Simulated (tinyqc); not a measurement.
From exact B0 back to stiffness eta: equation-of-state fits to an energy-volume table made by a known binding curve. Computed by tinyqc, a small Python program. Command: `OMP_NUM_THREADS=1 python tinyqc.py 3028079 3028080 out.jsonl eosfit inv`. One thread of a shared host (Intel(R) Xeon(R) Processor @ 2.30GHz), about 0.03 s of CPU time with the checks.

With x = (V/V_0)^(1/3), the energy per atom is E = -D [1 + eta (x - 1)] exp(-eta (x - 1)), so that B0 = D eta^2/(9 V_0) and B' = 1 + 2 eta/3. B' = dB/dP at P = 0.

Inputs (values chosen for the exercise, for a model crystal): cohesive energy D = 4.5 eV/atom; true volume V_0 = 28.8 angstrom^3/atom; compression V/V_0 for the pressure test = 0.7.

Binding curve: universal binding. Noise: none.

Constants: 1 eV/angstrom^3 = 160.2176634 GPa.

Method. B0 and B' from the formulas above; P = -dE/dV at V = c V_0 (c the compression chosen), from the curve itself.

Question. A run gave the result below. Find the stiffness eta, known to lie between 4.4 and 8.5.

exact B0 = 130.4414 GPa

Answer.

Each step takes the trial c = (a f_b - b f_a)/(f_b - f_a), f being the result less the target and a, b, c the logarithms of the listed values; c replaces end b, the old b replaces a if the sign of f changed, and otherwise f_a is halved.

Scan of the range:
```
stiffness eta  exact B0 (GPa)
4.40                   53.851
4.91                   67.058
5.48                   83.531
6.12                  104.182
6.82                  129.377
7.62                  161.509
8.50                  200.967
```

False position (Illinois rule, in the logarithm of the input) inside the bracket:
```
step    end a    end b    trial  exact B0 (GPa)
1     6.82000  7.62000  6.84511         130.331
2     7.62000  6.84511  6.84770         130.430
3     7.62000  6.84770  6.84824         130.450
4     6.84770  6.84824  6.84800         130.441
5     6.84824  6.84800  6.84800         130.441
```

Exact B0 rises at every point of a 13-point scan of the range (every second point is shown), so one value fits; it is bracketed by 6.82 and 7.62. The scan shows a pure power law with exponent 2.000, so scaling from any one row also gives the answer directly. Answer: stiffness eta = 6.848.
